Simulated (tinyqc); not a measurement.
Changing the interface energy gamma: classical nucleation, growth and JMAK kinetics of crystallisation from a melt or glass. Computed by tinyqc, a small Python program. Command: `OMP_NUM_THREADS=1 python tinyqc.py 3028558 3028559 out.jsonl nucl sweep`. One thread of a shared host (Intel(R) Xeon(R) Processor @ 2.30GHz), about 0.02 s of CPU time with the checks.

A spherical nucleus cap on a flat wall with a sharp interface of isotropic energy gamma; lambda = Omega^(1/3) is the jump distance.

Inputs (values chosen for the exercise, for a model substance):

| quantity | value | unit |
|---|---|---|
| melting point T_m | 880 | K |
| heat of melting per volume H | 1340 | J/cm^3 |
| atomic volume Omega | 24.8 | angstrom^3 |
| temperature T | 716 | K |
| diffusion prefactor D0 | 5.7e-05 | m^2/s |
| activation energy Q | 0.597 | eV |
| contact angle theta | 120 | degrees |
| wall area per volume S_v | 210000 | 1/m |

Nucleation: on a flat wall. Driving force: Thompson-Spaepen.

Constants: e = 1.602176634e-19 C; k_B = 1.380649e-23 J/K; k_B = 8.617333262e-05 eV/K.

Method:
- Driving force per volume: dG = H [(T_m - T)/T_m] [2 T/(T_m + T)].
- Shape factor f = (2 + cos theta)(1 - cos theta)^2/4.
- W(r) = f [4 pi r^2 gamma - (4/3) pi r^3 dG]; r* = 2 gamma/dG; W* = f 16 pi gamma^3/(3 dG^2); n* = f (4/3) pi r*^3/Omega.
- D = D0 exp(-Q/(k_B T)); attachment rate k+ = (A*/lambda^2) D/lambda^2 with A* = 2 pi r*^2 (1 - cos theta); Zeldovich factor Z = sqrt(W*/(3 pi k_B T))/n*; sites per volume N = S_v/lambda^2; I = N Z k+ exp(-W*/(k_B T)); lag time = 1/(4 pi Z^2 k+).
- Growth (Wilson-Frenkel): u = (D/lambda) [1 - exp(-dG Omega/(k_B T))].
- JMAK with steady nucleation and growth, nuclei spread at random: extended fraction X_e = (pi/3) I u^3 t^4, X = 1 - exp(-X_e); t_X = [-3 ln(1 - X)/(pi I u^3)]^(1/4); final grains per volume = Gamma(5/4) (3/pi)^(1/4) (I/u)^(3/4), Gamma(5/4) = 0.9064024771.
- The nose is the T between 0.3 and 0.97 T_m where I u^3 is largest; the time is for X = 1e-6, and the critical cooling rate is estimated as (T_m - T_nose)/t_nose.

One run for each value:

| interface energy gamma (J/m^2) | barrier W* (eV) | nucleation rate I (1/(m^3 s)) | nose temperature (K) | critical cooling rate (K/s) |
|---|---|---|---|---|
| 0.091 | 1.324 | 7.148e+25 | 635.0 | 2.839e+11 |
| 0.102 | 1.865 | 1.184e+22 | 615.3 | 9.272e+10 |
| 0.113 | 2.536 | 2.364e+17 | 597.4 | 2.490e+10 |
| 0.124 | 3.351 | 4.541e+11 | 581.4 | 5.391e+09 |
| 0.136 | 4.421 | 1.398e+04 | 565.9 | 7.741e+08 |
| 0.147 | 5.583 | 9.648e-05 | 553.6 | 9.931e+07 |

Over the rows, barrier W* (eV) rises from 1.32 to 5.58 (exponent d ln y / d ln x about 3.0 throughout); nucleation rate I (1/(m^3 s)) falls from 7.15e25 to 9.65e-5 (exponent d ln y / d ln x -76 between the first rows and -240 between the last); nose temperature (K) falls from 635 to 554 (exponent d ln y / d ln x about -0.29 throughout). The exponent of barrier W* stays at 3: W* goes as gamma^3. Across a change of gamma by a factor 1.62 the rate falls by 29.9 decades, because W* enters the exponent as gamma^3; this is why measured rates fix gamma well and computed gamma fixes rates badly. Left out: 0.158, 0.169 (the barrier is out of all reach).

Caution (rows 0.0910, 0.102, 0.113): homogeneous nucleation, left out here, would be as fast or faster: the wall offers too few sites or too small a cut in the barrier. Caution (rows 0.0910): at the nose the lag time is not small against the nose time, so steady nucleation overstates the critical cooling rate.

Extremes, crossings and ranges named in words are read from the listed rows.
